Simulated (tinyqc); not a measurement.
What each parameter does: averaged masses of warped heavy- and light-hole bands.

Four-band hole energies E = c k^2 f(u), c = hbar^2/2m0, f = g1 -/+ 2 sqrt(g2^2 + 3 (g3^2 - g2^2) s), s = ux^2 uy^2 + uy^2 uz^2 + uz^2 ux^2 for the unit vector u; minus for heavy, plus for light holes; the mass along u is 1/f.

Grid: n x n midpoints in cos(theta) from 0 to 1 and phi from 0 to pi/2, equal weights. m_d = <f^(-3/2)>^(2/3). Conductivity mass for one scattering time: 1/m_c = <|w|^2 f^(-5/2)>/<f^(-3/2)> with w = grad_k(k^2 f)/(2 k), that is |w|^2 = f^2 + |angular gradient of f|^2/4.

Parameters, chosen for this exercise (out of a larger set: near those of GaAs; not measured data):
```
symbol  value  unit  meaning
g1      7.03         Luttinger gamma1
g2      2.05         gamma2
g3      2.93         gamma3
```

n = 40.

One parameter was then changed.

Results before and after:
```
case     m_d heavy (m0)  m_c heavy (m0)  m_d light (m0)  m_c light (m0)
base             0.5888          0.4641          0.0819          0.0813
changed          0.5988          0.4810          0.0816          0.0811
```

Which of these changes was made? (a) g2 = 2.111; (b) g1 = 7.241; (c) g3 = 3.018.
Answer: (a) g2 = 2.111. Of the candidates, run in turn, only this one gives the changed row.

All candidates:
```
case        m_d heavy (m0)  m_c heavy (m0)  m_d light (m0)  m_c light (m0)
base                0.5888          0.4641          0.0819          0.0813
g1 = 7.241          0.5205          0.4283          0.0805          0.0799
g2 = 2.111          0.5988          0.4810          0.0816          0.0811
g3 = 3.018          0.6453          0.4706          0.0811          0.0805
```

Run: tinyqc, `OMP_NUM_THREADS=1 python tinyqc.py 1051505 1051506 out.jsonl`; Intel(R) Xeon(R) Processor @ 2.30GHz, one thread, shared host; about 0.02 s of CPU time with all checks.
